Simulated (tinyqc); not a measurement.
Worked calculation: Born-von Karman spring model of a cubic crystal with one atom per cell. Computed by tinyqc, a small Python program that keeps every step. Command: `OMP_NUM_THREADS=1 python tinyqc.py 3002691 3002692 out.jsonl springs walk`. One thread of a shared host (Intel(R) Xeon(R) Processor @ 2.30GHz), about 0.1 s of CPU time with the checks. Intermediate numbers are printed to about 5 digits and carried at full precision; extremes and crossings named in words are read from the listed rows.

First neighbours lie at a/2 (1,1,1) (8 of them), second at a (1,0,0) (6), with all permutations and signs; the volume per atom is Omega = a^3/2. Two shells of springs match a real metal only roughly, above all at the zone boundary.

Inputs (values chosen for the exercise, modelled on sodium):

| quantity | value | unit |
|---|---|---|
| lattice constant a | 4.23 | angstrom |
| atomic mass M | 22.99 | u |
| radial spring k1L | 0.244 | eV/angstrom^2 |
| transverse spring k1T | -0.0096 | eV/angstrom^2 |
| radial spring k2L | 0.026 | eV/angstrom^2 |
| transverse spring k2T | 0.0063 | eV/angstrom^2 |
| mesh divisions n | 10 | - |
| temperature T | 400 | K |

Lattice: bcc.

wave vector q (2 pi/a): 0.7  0.28  0

Constants: nu for 1 eV/(angstrom^2 u) = 15.6333042 THz; 1 eV/angstrom^3 = 160.2176634 GPa; u = 1.6605390666e-27 kg; h x 1 THz = 4.135667696 meV; k_B = 8.617333262e-05 eV/K; hbar^2/u = 4.18015928e-03 eV angstrom^2; hbar = 1.054571817e-34 J s; k_B = 1.380649e-23 J/K.

## Dynamical matrix at q

A neighbour at R with unit vector n couples by the matrix K(R) = kL n n^T + kT (1 - n n^T), and D(q) = (1/M) sum_R K(R) [1 - cos(q.R)].

D(q) (eV/(angstrom^2 u)):
```
          x         y         z
x  0.039456  0.018337  0.000000
y  0.018337  0.039248  0.000000
z  0.000000  0.000000  0.037213
```

## Frequencies and polarisations

Diagonalise D. An eigenvalue lambda of D in eV/(angstrom^2 u) gives nu = 15.6333042 THz x sqrt(lambda). Eigenvectors are columns, with the largest component positive; the longitudinal weight is (e.q)^2/q^2.

eigenvalues (eV/(angstrom^2 u)): 0.021015  0.037213  0.057689

frequencies (THz): 2.2663  3.0158  3.7549

polarisation vectors:
```
    mode 1  mode 2  mode 3
x  -0.7051  0.0000  0.7091
y   0.7091  0.0000  0.7051
z   0.0000  1.0000  0.0000
```

longitudinal weights: 0.15312  0.00000  0.84688

Mode 3 is the most longitudinal, with weight 0.85.

## Elastic constants from long waves

[ij,kl] = (1/(2 Omega)) sum_R K_ij R_k R_l; C11 = [xx,xx], C44 = [xx,yy], C12 = 2 [xy,xy] - C44; B = (C11 + 2 C12)/3; Zener ratio A = 2 C44/(C11 - C12). K(R) = kL n n^T + kT (1 - n n^T).

C11 = 7.6460 GPa

C12 = 6.6536 GPa

C44 = 6.1537 GPa

bulk modulus B = 6.9844 GPa

Zener ratio A = 12.402

C12 - C44 = 0.50 GPa: the Cauchy relation fails because sum_R kT R^2 is not zero; a negative sum gives a positive Cauchy pressure.

## Sound velocities

rho = M/Omega and v = sqrt(C/rho), with C = C11, C44, C44 along [100]; (C11 + C12 + 2 C44)/2, C44, (C11 - C12)/2 along [110]; (C11 + 2 C12 + 4 C44)/3 and twice (C11 - C12 + C44)/3 along [111].

density rho = 1008.8 kg/m^3

Velocities (m/s):

| direction | longitudinal | transverse 1 | transverse 2 |
|---|---|---|---|
| [100] | 2753.1 | 2469.8 | 2469.8 |
| [110] | 3631.5 | 2469.8 | 701.3 |
| [111] | 3880.3 | 1536.6 | 1536.6 |

Along [110] the two transverse waves differ by a factor sqrt(2 C44/(C11 - C12)) = 3.522.

## Frequencies at the zone boundary

The formulas are those given above.

Frequencies (THz) at points given in 2 pi/a:

| point | nu 1 | nu 2 | nu 3 |
|---|---|---|---|
| H (1, 0, 0) | 3.5701 | 3.5701 | 3.5701 |
| N (0.5, 0.5, 0) | 0.7464 | 2.6284 | 3.8646 |
| P (0.5, 0.5, 0.5) | 2.8309 | 2.8309 | 2.8309 |

## Highest frequency at H

Take the highest frequency at H = (1, 0, 0) (2 pi/a).

highest frequency at H = 3.5701 THz

## Dispersion against the sound-wave line

The last column divides the top branch by the straight line with its slope at G. End points in 2 pi/a: H = (1, 0, 0), N = (0.5, 0.5, 0).

Frequencies (THz) along two lines:

| line | fraction of the way | nu 1 | nu 2 | nu 3 | nu 3 / linear |
|---|---|---|---|---|---|
| G-H | 0.10 | 0.5809 | 0.5809 | 0.6461 | 0.99275 |
| G-H | 0.25 | 1.4144 | 1.4144 | 1.5554 | 0.95594 |
| G-H | 0.40 | 2.1554 | 2.1554 | 2.3245 | 0.89289 |
| G-H | 0.55 | 2.7624 | 2.7624 | 2.9066 | 0.81197 |
| G-H | 0.70 | 3.2084 | 3.2084 | 3.2927 | 0.72274 |
| G-H | 0.85 | 3.4794 | 3.4794 | 3.5041 | 0.63340 |
| G-H | 1.00 | 3.5701 | 3.5701 | 3.5701 | 0.54853 |
| G-N | 0.10 | 0.1168 | 0.4112 | 0.6046 | 0.99589 |
| G-N | 0.25 | 0.2856 | 1.0058 | 1.4789 | 0.97450 |
| G-N | 0.40 | 0.4387 | 1.5449 | 2.2716 | 0.93549 |
| G-N | 0.55 | 0.5675 | 1.9987 | 2.9387 | 0.88016 |
| G-N | 0.70 | 0.6650 | 2.3419 | 3.4434 | 0.81033 |
| G-N | 0.85 | 0.7257 | 2.5558 | 3.7579 | 0.72827 |
| G-N | 1.00 | 0.7464 | 2.6284 | 3.8646 | 0.63662 |

Along G-H the top branch ends at 55 % of its linear extrapolation. Along G-N the top branch ends at 64 % of its linear extrapolation, which is the 2/pi of a pure sine: planes normal to this line couple to their next planes alone. A Debye model keeps the straight line throughout.

## Thermal sums on a mesh

Mesh: q = sum_i (m_i + 1/2)/n b_i, m_i = 0..n-1, with b = [[0, 1, 1], [1, 0, 1], [1, 1, 0]] in 2 pi/a; sums are averages over the n^3 points, per atom. With x = h nu/(k_B T) and n = 1/(exp(x) - 1) for each mode: F = k_B T [x/2 + ln(1 - exp(-x))], U = k_B T x (n + 1/2), S/k_B = x n - ln(1 - exp(-x)), C/k_B = x^2 n (n + 1). <u_x^2> = (1/3) sum over modes of hbar^2/(2 M h nu) coth(x/2); zero-point energy = sum h nu/2. <u_x^2> converges slowly with the mesh, from below, with an error of order 1/n.

free energy F = -131.33 meV/atom

energy U = 104.30 meV/atom

entropy S = 6.8360 k_B/atom

heat capacity C = 2.9743 k_B/atom

<u_x^2> = 0.11197 angstrom^2

zero-point energy = 15.691 meV/atom

C is 99 % of the classical 3 k_B, and the zero-point energy is 15 % of U. Caution: the root-mean-square displacement exceeds 12 % of the neighbour distance, where real crystals are near melting and the harmonic model fails.

## Debye temperature from the elastic constants

Christoffel matrix G_xx = C11 n_x^2 + C44 (1 - n_x^2), G_xy = (C12 + C44) n_x n_y, with eigenvalues rho v^2; v_m^-3 is the mean of v^-3 over three branches and all directions (12 Gauss-Legendre points in cos(theta) times 24 angles phi = (j + 1/2) pi/12); q_D = (6 pi^2/Omega)^(1/3); Theta = hbar v_m q_D/k_B.

mean velocity v_m = 1582.0 m/s

Debye wave number q_D = 1.1610 1/angstrom

elastic Debye temperature = 140.29 K

## Full spectrum, Debye and Einstein heat capacities

Mesh: q = sum_i (m_i + 1/2)/n b_i, m_i = 0..n-1, with b = [[0, 1, 1], [1, 0, 1], [1, 1, 0]] in 2 pi/a; sums are averages over the n^3 points (here n = 14), per atom. Debye: C = 9 k_B (T/Theta)^3 int_0^(Theta/T) x^4 e^x/(e^x - 1)^2 dx with the elastic Theta. Einstein: three modes at the root-mean-square frequency. The last column is the Theta that makes the Debye formula give the full C at that T.

root-mean-square frequency = 2.6821 THz

Heat capacity (k_B/atom):

| T (K) | full spectrum | Debye | Einstein | Theta from C (K) |
|---|---|---|---|---|
| 17 | 0.3687 | 0.3829 | 0.0886 | 142.35 |
| 25 | 0.7761 | 0.9059 | 0.4672 | 151.99 |
| 35 | 1.2892 | 1.5055 | 1.0797 | 158.09 |
| 49 | 1.8383 | 2.0568 | 1.7392 | 161.82 |
| 70 | 2.3146 | 2.4743 | 2.2805 | 163.98 |
| 110 | 2.6869 | 2.7695 | 2.6799 | 165.27 |
| 140 | 2.8001 | 2.8546 | 2.7973 | 165.61 |
| 210 | 2.9084 | 2.9341 | 2.9078 | 165.93 |

The apparent Theta runs from 142 to 166 K against the elastic 140 K; at high T it tends to sqrt(5/3) h nu_rms/k_B = 166 K. At the lowest T the Debye value is 1.0 and the Einstein value 0.24 times the full one. At the highest T Debye misses by 0.88 % and Einstein by 0.020 %.

Checks made by the program: slopes of the dispersion along [110] against the sound velocities (relative difference 2e-08); F = U - T S (relative difference below 1e-10).
